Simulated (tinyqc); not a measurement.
Gap voltage and exponent from three temperatures.

Problem. At constant current VBE(T) = Vg0 - a T - eta (kB T/q) ln T, where a is a constant. Find Vg0, eta and dVBE/dT at the middle temperature.

Constants: q = 1.602176634e-19 C, kB = 1.380649e-23 J/K. Results are converted to the units shown.

T (K): [233, 273, 360]
VBE at a constant current (V): [0.8840654498, 0.8192108241, 0.6715002771]

Solution. The relation is linear in Vg0, a and eta, so three points give a linear system; the slope is (VBE - Vg0 - eta kB T/q)/T. eta rests on the curvature of VBE(T) alone, so real fits need accuracy of some tens of microvolts or better.

Vg0 = 1.18 V
eta = 4.00
dVBE/dT = -1.65 mV/K

tinyqc, about 0.02 s, one thread, Intel Xeon 2.30GHz (shared host): `OMP_NUM_THREADS=1 python tinyqc.py 2062060 2062061 out.jsonl`
